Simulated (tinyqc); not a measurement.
Read current of a NAND string, cells in series solved by shooting: one step of the calculation.

Cells in series, numbered from 0 at the source line (0 V) to the bit line, each followed by a gap resistance Rg. A cell with gate Vg, threshold VT, source Vs and drain Vd passes I = 2 nf K Vt^2 [F(Vs) - F(Vd)]/(1 + th max(Vg - VT, 0)), F(V) = ln^2(1 + exp((Vg - VT - nf V)/(2 nf Vt))). The selected cell has Vg = Vr, the others Vg = Vp.

Task. Node voltages for a trial current. For a trial current I start at 0 V and, cell by cell (the selected one is cell 3), solve for the drain: sqrt(F(Vd)) = sqrt(F(Vs) - I/k), k = 2 nf K Vt^2/(1 + th max(Vg - VT, 0)), Vd = [Vg - VT - 2 nf Vt ln(exp(sqrt F) - 1)]/nf, then add I Rg.

Inputs (values chosen for the exercise); values of the order met in vertical NAND strings: temperature T = 300 K; gain factor of a cell K = 13 uA/V^2; slope factor nf = 2.3; mobility reduction factor th = 0.19 1/V; resistance of the gap between cells Rg = 1.9 kohm; bit-line voltage Vbl = 0.4 V; pass voltage Vp = 6 V; read voltage on the selected word line Vr = 3.66 V.

Constants: q = 1.602176634e-19 C, kB = 1.380649e-23 J/K, Vt = kB T/q. Results are converted to the units shown.

second trial current = 1.1 uA
thresholds from the source end, cell 0 to 4 (V): -1.1  4.1  4.1  1.8  4.1

Find: node voltage after each cell and gap, trial 2.

Result.

node voltage after each cell and gap, trial 2, cell 0 to 4 (V): 0.03021  0.09792  0.1724  0.2582  0.3567

Computed by the program tinyqc: `OMP_NUM_THREADS=1 python tinyqc.py 2142186 2142187 out.jsonl`, one thread of a shared Intel Xeon 2.30GHz, about 0.3 s for the whole run.
